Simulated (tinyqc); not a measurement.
Worked calculation: optical gain and spontaneous emission in a bulk direct-gap semiconductor. Values are carried at full precision from step to step, so a last printed digit may differ when a step is redone from the rounded ones.

F_j(eta) = (1/Gamma(j + 1)) integral_0^infinity x^j dx/(1 + exp(x - eta)), which tends to exp(eta) for eta << 0.

Quasi-Fermi levels: n = Nc F_1/2(Fc/kT) and p = Nv F_1/2(Fv/kT), Fc counted up from the conduction edge and Fv down from the valence edge; Nc, Nv from N = 2 (m kB T/(4 pi c))^(3/2) with c = hbar^2/2m0, in 1/angstrom^3; times 1e24 for 1/cm^3, with me and (mhh^(3/2) + mlh^(3/2))^(2/3).

Constants: hbar^2/2m0 = 3.80998211 eV angstrom^2; kB = 8.617333262e-05 eV/K; fine-structure constant alpha = 0.007297352564; hbar = 6.58211957e-16 eV s; hbar c = 1973.269805 eV angstrom.

Values chosen for the exercise (near those of InGaAs; not measured data): me = 0.0415 m0 (electron mass); mhh = 0.454 m0 (heavy-hole mass); mlh = 0.052 m0 (light-hole mass); n = 3.8e+18 1/cm^3 (injected density, n = p); T = 400 K; Eg = 0.764 eV (direct gap); Ep = 23.7 eV (Kane energy); nr = 3.56 (refractive index); E = 0.787 eV (photon energy).

## Quasi-Fermi levels

Solve for Fc and Fv.

kT = 0.034469 eV
Nc = 3.266e+17 1/cm^3
Nv = 1.228e+19 1/cm^3
Fc = 0.2092 eV
Fv = -0.0367 eV
Fc + Fv = 0.1725 eV

The separation of the quasi-Fermi levels exceeds the gap, so photons between Eg and Eg + (Fc + Fv) see gain. The quasi-Fermi level of the electrons lies inside the band, that of the holes in the gap.

## Absorption of the empty crystal

Parabolic bands, vertical transitions, no excitons. For each hole band j: mr = me mj/(me + mj); joint density of states J_j(E) = (mr/c)^(3/2) sqrt(E - Eg)/(2 pi^2), both spins, c = hbar^2/2m0; averaged matrix element |e.p|^2 = m0 Ep/6; alpha_j(E) = 4 pi^2 alpha_f c Ep J_j/(3 nr E) in 1/angstrom (alpha_f the fine-structure constant, listed as alpha among the constants), times 1e8 for 1/cm.

Evaluate at E for heavy and light holes.

mr, J and alpha of each hole band:
```
hole,mr (m0),J (1/(eV angstrom^3)),alpha (1/cm)
heavy,0.03802,7.660e-06,2370.8
light,0.02308,3.623e-06,1121.1
```

The heavy-hole band gives 68 % of the total, 3492 1/cm.

## Occupations and gain at E

For band j the electron sits at Ee = (E - Eg) mr/me above its edge and the hole at Eh = (E - Eg) mr/mj; fe = 1/(1 + exp((Ee - Fc)/kT)), fh = 1/(1 + exp((Eh - Fv)/kT)); gain g = sum_j alpha_j (fe + fh - 1).

Use mr and alpha from the table.

Energies, occupations and gain of each hole band:
```
hole,Ee (eV),Eh (eV),fe,fh,g (1/cm)
heavy,0.0211,0.0019,0.996,0.246,573
light,0.0128,0.0102,0.997,0.204,225
```

total gain = 799 1/cm

E - Eg = 0.0230 eV is below Fc + Fv = 0.1725 eV, so both bands give gain (Bernard-Duraffourg).

## Spontaneous emission

Spontaneous rate: R = integral of (nr E/(hbar c))^2/(pi^2 hbar) sum_j alpha_j fe fh dE, with alpha in 1/cm and (nr E/(hbar c))^2 in 1/cm^2 (1e16 per 1/angstrom^2); B = R/(n p); lifetime n/R.

Integrate over photon energy.

R = 9.57e+26 1/(cm^3 s)
B = 6.63e-11 cm^3/s
radiative lifetime = 3.97 ns

## Checks

- B at n = 1e13 1/cm^3 against the van Roosbroeck-Shockley value from alpha and ni^2 (cm^3/s): both 1.05e-10.

(tinyqc, `OMP_NUM_THREADS=1 python tinyqc.py 1651129 1651130 out.jsonl`, Intel(R) Xeon(R) Processor @ 2.30GHz, 1 thread, shared host, about 0.08 s.)
